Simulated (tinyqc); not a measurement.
Time-dependent dielectric breakdown: cell percolation, Weibull statistics, area scaling and voltage extrapolation. From projected life back to activation energy E_a. Computed by tinyqc, a small Python program. Command: `OMP_NUM_THREADS=1 python tinyqc.py 3006195 3006196 out.jsonl tddb inv`. One thread of a shared host (Intel(R) Xeon(R) Processor @ 2.30GHz), about 0.01 s of CPU time with the checks.

The oxide is divided into columns of area a^2, each holding m = t_ox/a cells (m is taken as continuous). A share lambda(t) = (t/t_1)^alpha of the cells is defective, and a column whose cells are all defective breaks down.

Inputs (values chosen for the exercise, for a model gate oxide):
```
quantity                                                   value  unit
oxide thickness t_ox                                         1.7    nm
defect cell size a                                           1.3    nm
exponent alpha of defect growth                              0.9     -
time t_1 at which the occupied share would reach 1       4.2e+12     s
test area A                                                 3000  um^2
product area A_u                                          300000  um^2
stress voltage V                                            2.28     V
use voltage V_u                                              1.1     V
local exponent n = -d ln t/d ln V at the stress voltage       26     -
stress temperature T                                         175     C
use temperature T_u                                           55     C
allowed failure fraction F                                 0.001     -
```

Voltage law used: E.

Constants: k_B = 8.617333262e-05 eV/K.

Method:
- Failure fraction F = 1 - (1 - lambda^m)^N with N = A/a^2 columns, which for small lambda^m is 1 - exp(-(t/t63)^beta) with beta = alpha m and t63 = t_1 N^(-1/beta); critical share lambda(t63) = N^(-1/m). 1 um^2 = 1e6 nm^2.
- All three voltage laws share the slope n at the stress voltage. Factor t(V_u)/t(V): E law exp(n (1 - V_u/V)); 1/E law exp(n (V/V_u - 1)); power law (V/V_u)^n.
- Temperatures in kelvin are T(C) + 273.15.
- Temperature factor exp[(E_a/k_B)(1/T_u - 1/T)]; area factor (A/A_u)^(1/beta); percentile factor (-ln(1 - F))^(1/beta); life = t63 x all four; 1 year = 3.15576e7 s.

Question. A run gave the result below. Find the activation energy E_a, known to lie between 0.5 and 0.85 eV.

projected life = 76.07145 years

Answer.

Each step takes the trial c = (a f_b - b f_a)/(f_b - f_a), f being the result less the target and a, b, c the logarithms of the listed values; c replaces end b, the old b replaces a if the sign of f changed, and otherwise f_a is halved.

Scan of the range:
```
activation energy E_a (eV)  projected life (years)
0.500                                        8.266
0.546                                       12.777
0.597                                       20.710
0.652                                       34.863
0.712                                       61.532
0.778                                      114.954
0.850                                      227.309
```

False position (Illinois rule, in the logarithm of the input) inside the bracket:
```
step     end a     end b     trial  projected life (years)
1     0.712000  0.778000  0.729387                 72.5448
2     0.778000  0.729387  0.733311                 75.2911
3     0.778000  0.733311  0.734987                 76.4955
4     0.733311  0.734987  0.734397                 76.0690
5     0.734987  0.734397  0.734400                 76.0714
6     0.734987  0.734400  0.734400                 76.0715
7     0.734400  0.734400  0.734400                 76.0715
```

Projected life rises at every point of a 13-point scan of the range (every second point is shown), so one value fits; it is bracketed by 0.712 and 0.778. Answer: activation energy E_a = 0.7344 eV.

Caution: t_1 is an input here; in a real oxide it changes with thickness at fixed voltage.
